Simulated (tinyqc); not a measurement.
Five forms on the same table: equation-of-state fits to an energy-volume table made by a known binding curve. Computed by tinyqc, a small Python program. Command: `OMP_NUM_THREADS=1 python tinyqc.py 3014098 3014099 out.jsonl eosfit walk`. One thread of a shared host (Intel(R) Xeon(R) Processor @ 2.30GHz), about 0.02 s of CPU time with the checks.

With x = (V/V_0)^(1/3), the energy per atom is E = -D [1 + eta (x - 1)] exp(-eta (x - 1)), so that B0 = D eta^2/(9 V_0) and B' = 1 + 2 eta/3. B' = dB/dP at P = 0.

Inputs (values chosen for the exercise, for a model crystal): cohesive energy D = 1.69 eV/atom; true volume V_0 = 15.5 angstrom^3/atom; stiffness eta = 4.31; half-width of the volume window w = 0.2; shift of the window centre s = 0.011; points N = 9; compression V/V_0 for the pressure test = 0.75.

Binding curve: universal binding. Noise: none.

Constants: 1 eV/angstrom^3 = 160.2176634 GPa.

Method:
- B0 and B' from the formulas above; P = -dE/dV at V = c V_0 (c the compression chosen), from the curve itself.
- Table: V_j = V_0 [1 + s + w (2 j/(N - 1) - 1)], j = 0..N-1, rounded to 0.001; E_j from the curve, rounded to 1e-7 eV.
- Murnaghan: E = E0 + (B0 V/B') [(V0/V)^B'/(B' - 1) + 1] - B0 V0/(B' - 1), P = (B0/B') [(V0/V)^B' - 1].
- Birch-Murnaghan: E = E0 + (9 V0 B0/16) [y^3 B' + y^2 (2 - 4 y)], y = (V0/V)^(2/3) - 1; P = (3 B0/2) (x^7 - x^5) [1 + (3/4)(B' - 4)(x^2 - 1)], x = (V0/V)^(1/3).
- Vinet: E = E0 + (9 B0 V0/h^2) {1 + [h (1 - x) - 1] exp(h (1 - x))}, P = 3 B0 (1 - x) x^-2 exp(h (1 - x)), x = (V/V0)^(1/3), h = (3/2)(B' - 1).
- All are least-squares fits to the energies; for polynomials in V, B0 = V E'' and B' = -1 - V E'''/E'' at the minimum.

exact B0 = 36.0560 GPa

exact B' = 3.87333

exact pressure at c V_0 = 17.7698 GPa

Table:
```
V (angstrom^3)      E (eV)
12.570          -1.6030880
13.345          -1.6471760
14.120          -1.6739387
14.895          -1.6871661
15.670          -1.6897939
16.446          -1.6841031
17.220          -1.6719334
17.996          -1.6546525
18.770          -1.6334844
```

Fitted values:
```
form             V0 (angstrom^3)  B0 (GPa)       B'  P at c V_0 (GPa)
exact                     15.500    36.056   3.8733            17.770
parabola in V             15.868    37.908  -1.0000                 -
cubic in V                15.505    38.937   3.5786                 -
Murnaghan                 15.504    35.440   3.8022            18.536
Birch-Murnaghan           15.501    35.888   3.8564            17.970
Vinet                     15.500    36.056   3.8733            17.770
```

What does the comparison show, and why?

In B0 the Vinet form comes closest (0.00 %) and the cubic in V form misses most (+7.99 %). A parabola in V has no third derivative, so its B' is -1 by construction. At c V_0, beyond the window, the pressure errors are Murnaghan +4.3 %, Birch-Murnaghan +1.1 %, Vinet 0.0 %; Murnaghan keeps B linear in P and so runs too stiff under compression.

Extremes, crossings and ranges named in words are read from the listed rows.
